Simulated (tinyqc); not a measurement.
One mass for the acceptor? Model: shallow acceptor in the spherical model (Baldereschi-Lipari), strong spin-orbit limit. Computed by tinyqc, a small Python program. Command: `OMP_NUM_THREADS=1 python tinyqc.py 3013292 3013293 out.jsonl acceptor walk`. One thread of a shared host (Intel(R) Xeon(R) Processor @ 2.30GHz), about 0.01 s of CPU time with the checks.

The 1S(3/2) state has an s envelope f(r) and a d envelope g(r). In effective units they obey -(f'' + 2f'/r + 2f/r) + mu (g'' + 5g'/r + 3g/r^2) = E f and -(g'' + 2g'/r - 6g/r^2 + 2g/r) + mu (f'' - f'/r) = E g. The cubic term, the split-off band and the central cell are left out.

Inputs (values chosen for the exercise, modelled on InAs):
```
quantity,value,unit
Luttinger gamma_1,19.6,-
Luttinger gamma_2,8.55,-
Luttinger gamma_3,9.04,-
dielectric constant eps,14.4,-
```

Constants: Ry = 13.605693123 eV; a_0 = 0.529177210903 angstrom.

Method:
- Ry* = Ry/(gamma_1 eps^2), a* = a_0 eps gamma_1, mu = (6 gamma_3 + 4 gamma_2)/(5 gamma_1), delta = (gamma_3 - gamma_2)/gamma_1; spherical masses 1/(gamma_1 (1 - mu)) (heavy) and 1/(gamma_1 (1 + mu)) (light).
- Basis: f_i = exp(-zeta_i r), g_i = r exp(-zeta_i r), weight r^2 dr, s = zeta_i + zeta_j. S_ff = 2/s^3, H_ff = zeta_i zeta_j S_ff - 2/s^2; S_gg = 24/s^5, H_gg = 8/s^3 + 24 zeta_i zeta_j/s^5 - 12/s^4; H(f_i, g_j) = mu (6 zeta_i^2/s^4 + 2 zeta_i/s^3); S_fg = 0. Each function is normalised by sqrt(S_ii).
- Large basis: zeta_i = 0.08 x 1.55^(i-1), i = 1..20 in each channel; overlap eigenvalues below 1e-11 are dropped.
- Binding energies are -E Ry*; the mass that fits is E(1S) eps^2/Ry.
- Hydrogenic binding Ry m/eps^2; the density-of-states mass is (m_H^(3/2) + m_L^(3/2))^(2/3); errors are against the large basis.

light-hole mass = 0.0268183 m_0

heavy-hole mass = 0.523013 m_0

1S(3/2) binding energy = 16.3307 meV

1S binding energy:
```
mass,value (m_0),binding (meV),error (%)
light hole,0.02682,1.760,-89.22
1/gamma_1,0.05102,3.348,-79.50
mean of heavy and light,0.27492,18.038,10.46
heavy hole,0.52301,34.317,110.14
density of states,0.52705,34.582,111.76
```

The coupled result, 16.33 meV, lies between the 1/gamma_1 value (no coupling) and the heavy-hole value; the closest single rule here is "mean of heavy and light", off by +10.5 %.
